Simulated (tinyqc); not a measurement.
Worked calculation (part 2 of 2): G0W0 on RHF in the sto-3g basis, for BeH2, spin multiplicity 1. Computed by tinyqc, a small Python program that keeps every step (integrals from PySCF). Command: `OMP_NUM_THREADS=1 python tinyqc.py 29264 29265 out.jsonl` (the two numbers bound the seeds that draw the settings). One thread of a shared host (Intel(R) Xeon(R) Processor @ 2.60GHz), about 0.1 s of CPU time with the checks.

Geometry (angstrom):
```
atom         x          y         z
Be    0.000000   0.000000  0.000000
H     0.000000   1.275000  0.011000
H     0.000000  -1.275000  0.011000
```

## G0W0 on Hartree-Fock: LUMO

orbital energies (hartree): MO1 -4.517716, MO2 -0.467303, MO3 -0.433024, MO4 0.210265, MO5 0.210298, MO6 0.487846, MO7 1.019344

Two-electron integrals over orbitals (pq|rs), unique and non-zero (hartree):
```
(11|11) 2.271439    (21|11) -0.203238   (21|21) 0.027879    (22|11) 0.496928
(22|21) -0.007108   (22|22) 0.404893    (31|31) 0.006359    (32|31) 0.015167
(32|32) 0.165479    (33|11) 0.468334    (33|21) -0.002962   (33|22) 0.418358
(33|33) 0.441398    (41|11) 0.003058    (41|21) -0.000375   (41|22) 0.000309
(41|33) 0.000179    (41|41) 0.015771    (42|11) -0.001078   (42|21) 0.000141
(42|22) 0.000919    (42|33) 0.000829    (42|41) 0.015418    (42|42) 0.050121
(43|31) -4.16e-06   (43|32) 0.000835    (43|43) 0.015232    (44|11) 0.569156
(44|21) -0.008307   (44|22) 0.373384    (44|33) 0.361694    (44|41) -0.000420
(44|42) -0.001850   (44|44) 0.449886    (51|51) 0.015768    (52|51) 0.015422
(52|52) 0.050122    (53|53) 0.015225    (54|51) -0.000260   (54|52) -0.000678
(54|54) 0.024258    (55|11) 0.569170    (55|21) -0.008306   (55|22) 0.373400
(55|33) 0.361700    (55|41) 0.000099    (55|42) -0.000494   (55|44) 0.401357
(55|55) 0.449859    (61|11) -0.175336   (61|21) 0.024744    (61|22) -0.007000
(61|33) -0.004437   (61|41) -0.000128   (61|42) 0.000288    (61|44) -0.004383
(61|55) -0.004375   (61|61) 0.022261    (62|11) 0.103426    (62|21) -0.006805
(62|22) -0.027572   (62|33) -0.050122   (62|41) 0.000272    (62|42) -0.000158
(62|44) 0.048020    (62|55) 0.048047    (62|61) -0.003427   (62|62) 0.076514
(63|31) -0.003410   (63|32) -0.095820   (63|43) -0.000680   (63|63) 0.083154
(64|11) 0.001228    (64|21) 0.000035    (64|22) 0.000388    (64|33) -0.000112
(64|41) 0.016293    (64|42) 0.047542    (64|44) -0.000597   (64|55) 0.000376
(64|61) 0.000267    (64|62) 0.001479    (64|64) 0.051045    (65|51) 0.016302
(65|52) 0.047576    (65|54) -0.000487   (65|65) 0.051076    (66|11) 0.478549
(66|21) -0.006432   (66|22) 0.402134    (66|33) 0.413104    (66|41) 0.000648
(66|42) 0.002023    (66|44) 0.370622    (66|55) 0.370665    (66|61) -0.005759
(66|62) -0.037349   (66|64) 0.001346    (66|66) 0.416156    (71|31) 0.011700
(71|32) 0.021096    (71|43) -0.000058   (71|63) -0.002783   (71|71) 0.022078
(72|31) 0.003117    (72|32) -0.045837   (72|43) -0.000868   (72|63) 0.061094
(72|71) 0.006936    (72|72) 0.056522    (73|11) 0.136047    (73|21) -0.005427
(73|22) -0.008135   (73|33) -0.023011   (73|41) -0.000072   (73|42) -0.001277
(73|44) 0.055914    (73|55) 0.055910    (73|61) -0.003099   (73|62) 0.071691
(73|64) 0.000426    (73|66) -0.028761   (73|73) 0.081261    (74|31) -0.000245
(74|32) -0.002184   (74|43) 0.013850    (74|63) 0.001264    (74|71) -0.000394
(74|72) 0.000304    (74|74) 0.016413    (75|53) 0.013859    (75|75) 0.016379
(76|31) 0.011729    (76|32) 0.143422    (76|43) 0.000968    (76|63) -0.096734
(76|71) 0.016293    (76|72) -0.058016   (76|74) -0.001892   (76|76) 0.141804
(77|11) 0.584769    (77|21) -0.009466   (77|22) 0.435428    (77|33) 0.454655
(77|41) 0.000059    (77|42) 0.000152    (77|44) 0.394332    (77|55) 0.394319
(77|61) -0.009058   (77|62) -0.041955   (77|64) -0.000619   (77|66) 0.442245
(77|73) -0.015948   (77|77) 0.497771
```

excitation energies w (hartree): 0.673057  0.673083  0.770956  0.771000  1.047759  1.061239  1.613226  1.630887  4.759477  4.759504  5.049897  5.581063

X + Y:
```
            1         2          3          4          5          6          7          8
1>4  0.000000  0.000000  -0.012392   0.000000   0.000000  -0.000250   0.000000   0.000041
1>5  0.000000  0.000000   0.000000  -0.012396   0.000000   0.000000   0.000000   0.000000
1>6  0.000000  0.000000  -0.000211   0.000000   0.000000   0.001928   0.000000   0.003017
1>7  0.000037  0.000000   0.000000   0.000000   0.003066   0.000000  -0.004752   0.000000
2>4  0.000000  0.000000   0.937464   0.000000   0.000000   0.000963   0.000000  -0.001575
2>5  0.000000  0.000000   0.000000   0.937463   0.000000   0.000000   0.000000   0.000000
2>6  0.000000  0.000000  -0.000692   0.000000   0.000000   0.924140   0.000000   0.173003
2>7  0.001910  0.000000   0.000000   0.000000  -0.230784   0.000000   0.941772   0.000000
3>4  0.977633  0.000000   0.000000   0.000000  -0.001697   0.000000  -0.001097   0.000000
3>5  0.000000  0.977642   0.000000   0.000000   0.000000   0.000000   0.000000   0.000000
3>6  0.002879  0.000000   0.000000   0.000000   0.919727   0.000000   0.146380   0.000000
3>7  0.000000  0.000000   0.003642   0.000000   0.000000  -0.264460   0.000000   0.919250

             9        10         11         12
1>4   0.996673  0.000000  -0.000845   0.000000
1>5   0.000000  0.996674   0.000000   0.000000
1>6   0.000896  0.000000   0.995598   0.000000
1>7   0.000000  0.000000   0.000000   0.996046
2>4   0.001888  0.000000   0.000030   0.000000
2>5   0.000000  0.001889   0.000000   0.000000
2>6   0.000047  0.000000  -0.000545   0.000000
2>7   0.000000  0.000000   0.000000   0.001432
3>4   0.000000  0.000000   0.000000  -0.000005
3>5   0.000000  0.000000   0.000000   0.000000
3>6   0.000000  0.000000   0.000000  -0.000330
3>7  -0.000021  0.000000  -0.000792   0.000000
```

W(p,q,m) = sqrt2 sum_ia (pq|ia) (X+Y)_ia,m; Sigma_c(x) = sum_(i,m) W^2/(x - e_i + w_m) + sum_(a,m) W^2/(x - e_a - w_m); solve x = e_p + Sigma_c(x) by Newton steps; Z = 1/(1 - dSigma/dx); 1 hartree = 27.211386 eV.

The 12 largest terms at x = e_p (hartree; W for the signs of X + Y given):
```
q   m          W       term
4   8   0.084423  -0.004370
6   3   0.062746  -0.003755
2   3   0.066172   0.003023
4   6   0.041832  -0.001649
3   1   0.021054   0.000337
7   1   0.019155  -0.000248
6   9   0.023092  -0.000106
2   9   0.021866   0.000088
1   3   0.020164   0.000074
1   9   0.022270   0.000052
4  11  -0.006270  -0.000008
4   3  -0.002203  -0.000006
```

Newton steps (hartree):
```
step         x  Sigma_c(x)         Z
0     0.210265   -0.006571  0.989712
1     0.203762   -0.006503  0.989775
2     0.203762   -0.006503  0.989775
```

quasiparticle energy of the LUMO = 5.544650 eV

Hartree-Fock value = 5.721609 eV
